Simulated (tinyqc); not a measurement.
# Heated strip on a layer stack, thermal resistances with spreading: effect of the heat-sink temperature

A long strip of width ws dissipates Pw per length on three layers over a heat sink. Heat is taken to spread at 45 degrees, so the width of the flow grows by twice the depth: w1 = ws + 2 t1, w2 = w1 + 2 t2, w3 = w2 + 2 t3 at the bottoms of the layers. This is a rule of thumb, not a solution of the heat equation.

Resistances times length: layer i, ln(w_i/w_(i-1))/(2 k_i) with w0 = ws; boundary, Rb/w1. From the sink upward: Ta = T0 + Pw R3; across layer 2 the Kirchhoff transform gives Tb^(1-p) = Ta^(1-p) + (1 - p)(300 K)^(-p) Pw R2; Tc = Tb + Pw Rboundary; Tj = Tc + Pw R1. The share is that of R1 + Rboundary in the sum of the four resistances.

Values chosen for this exercise; conductivities close to those of gallium arsenide (layer 1), gallium arsenide (layer 2) and solder (layer 3): width of the heated strip ws = 7.2 um; power per length of the strip Pw = 2.5 W/mm; thickness of layer 1 t1 = 1.3 um; conductivity of layer 1 k1 = 52.1 W/(m K); boundary resistance between layers 1 and 2 Rb = 32 m^2 K/GW; thickness of layer 2 t2 = 500 um; conductivity of layer 2 at 300 K k2 = 52.8 W/(m K); exponent in k2(T) = k2 (300 K/T)^p p = 1.1; thickness of layer 3 t3 = 20 um; conductivity of layer 3 k3 = 55.5 W/(m K).

The same in every row: sum of resistances (K mm/W) = 50.467; share of layer 1 and boundary (%) = 12.333.

Effect of the heat-sink temperature:

| T0 (K) | Tj - T0 (K) | (Tj - T0)/Pw (K mm/W) |
|---|---|---|
| 250 | 127.28 | 50.911 |
| 280 | 142.25 | 56.900 |
| 310 | 157.42 | 62.969 |
| 340 | 172.78 | 69.112 |
| 370 | 188.31 | 75.322 |
| 400 | 203.99 | 81.596 |
| 430 | 219.82 | 87.928 |

What does the table show?

As T0 goes from 250 to 430 K, Tj - T0 rises from 127 to 220 K, on average as T0^(1.01), and the share of layer 1 and the boundary stays at 12.3 %. The apparent resistance grows from 50.9 to 87.9 K mm/W because k2 falls as layer 2 warms. For T0 = 370 to 430 K Tj passes 550 K, beyond usual device limits, and k1 and k3 would no longer be constant.

Program tinyqc, `OMP_NUM_THREADS=1 python tinyqc.py 2520015 2520016 out.jsonl`; Intel Xeon 2.30GHz, shared host, one thread, about 0.01 s.
